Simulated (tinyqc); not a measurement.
# Resistance of a source-drain extension with a graded tip: what changes with what

y runs along the channel, the gate covers y > 0. The doping is N0 for y < y0 and N0 10^(-(y - y0)/la) beyond, uniform over the depth xj. Sheet conductance s(y) = q mu(N) max(N - Nch, 0) xj + (for y > 0) ma Cox Vo, with mu(N) = u0 + (u1 - u0)/(1 + (N/Nr)^au) and Cox = eps0 eox/tox. Current is taken as one-dimensional; depletion of the tip, spreading and the contact are left out. The metallurgical junction lies at yj, where N = Nch.

Values chosen for this exercise; mobility law close to that of electrons in silicon:
- eox = 3.9 (relative permittivity of the gate insulator (close to silicon dioxide))
- tox = 3.9 nm (insulator thickness)
- N0 = 2.7e20 cm^-3 (active doping of the extension far from the gate)
- la = 3.8 nm/decade (lateral abruptness)
- xj = 27 nm (depth of the extension)
- Nch = 7.3e17 cm^-3 (channel doping)
- Ls = 10 nm (spacer length)
- Vo = 0.39 V (gate overdrive)
- ma = 95 cm^2/(V s) (mobility of the gate-induced layer)
- u1 = 1414 cm^2/(V s) (mobility at low doping)
- u0 = 68.5 cm^2/(V s) (mobility at high doping)
- Nr = 9.2e16 cm^-3 (reference doping)
- au = 0.711 (exponent)
- Lg = 90 nm (gate length)

Constants: q = 1.602176634e-19 C, eps0 = 8.8541878128e-14 F/cm where lengths are in cm. Results are converted to the units shown.

Each table varies one quantity; the others keep the values above.

## Abruptness at a fixed junction position

R_spacer = integral of dy/s from -Ls to 0, R_ov from 0 to yj, R_channel = (Lg - 2 yj)/(ma Cox Vo), R_total = 2 R_spacer + 2 R_ov + R_channel. Electrical length L_eff = ma Cox dR_total/d(1/Vo); R_series = R_total - L_eff/(ma Cox Vo). y0 is moved with la so that yj stays at 10.659 nm.

The same in every row: yj (nm) = 10.66; R_channel (ohm um) = 2094.

Results:
```
la (nm/decade)  R_spacer (ohm um)  R_ov (ohm um)  R_total (ohm um)  L_eff (nm)  R_series (ohm um)
1                           1.175          10.66              2117       68.92              16.44
1.9                         1.175          19.13              2134       69.13              26.88
2.8                         1.175          27.60              2151       69.35              37.32
3.7                         1.175          36.07              2168       69.56              47.76
4.6                         1.220          44.49              2185       69.77              58.20
5.5                         1.637          52.55              2202       69.99              68.67
7.3                         4.050          67.15              2236       70.41              89.83
```

Estimate the missing row, la = 6.4 nm/decade.

Computed row:
```
la (nm/decade)  R_spacer (ohm um)  R_ov (ohm um)  R_total (ohm um)  L_eff (nm)  R_series (ohm um)
6.4                         2.569          60.11              2219       70.20              79.20
```

With this row back in the table: As la goes from 1 to 7.3 nm/decade, R_total rises from 2120 to 2240 ohm um, R_spacer rises from 1.17 to 4.05 ohm um and R_ov rises from 10.7 to 67.1 ohm um. R_total changes on average by 18.8 ohm um for each nm/decade. L_eff exceeds the metallurgical length by 0.237 nm in the first row and 1.72 nm in the last, since the gate also controls the lightly doped tips.

## Effect of the position under the gate where the fall begins

Same model as above.

Results:
```
y0 (nm)  yj (nm)  R_spacer (ohm um)  R_ov (ohm um)  R_channel (ohm um)  R_total (ohm um)  L_eff (nm)  R_series (ohm um)
-6         3.759              5.865          31.76                2514              2590       83.37              48.28
-4         5.759              2.460          35.18                2392              2468       79.38              47.90
-2         7.759              1.379          36.47                2270              2346       75.38              48.25
0          9.759              1.175          36.90                2149              2225       71.38              48.71
2          11.76              1.175          37.14                2027              2103       67.38              49.18
6          15.76              1.175          37.61                1783              1860       59.38              50.11
8          17.76              1.175          37.84                1661              1739       55.38              50.57
```

Estimate the missing row, y0 = 4 nm.

Computed row:
```
y0 (nm)  yj (nm)  R_spacer (ohm um)  R_ov (ohm um)  R_channel (ohm um)  R_total (ohm um)  L_eff (nm)  R_series (ohm um)
4          13.76              1.175          37.37                1905              1982       63.38              49.64
```

With this row back in the table: As y0 goes from -6 to 8, R_total falls from 2590 to 1740 ohm um, L_eff falls from 83.4 to 55.4 nm and R_series goes from 48.3 through a minimum of 47.9 (at y0 = -4 among the rows listed) to 50.6 ohm um. More overlap also shortens the channel and adds capacitance, effects on threshold and speed that are left out.

tinyqc, about 0.07 s, one thread, Intel Xeon 2.30GHz (shared host): `OMP_NUM_THREADS=1 python tinyqc.py 2282210 2282211 out.jsonl`
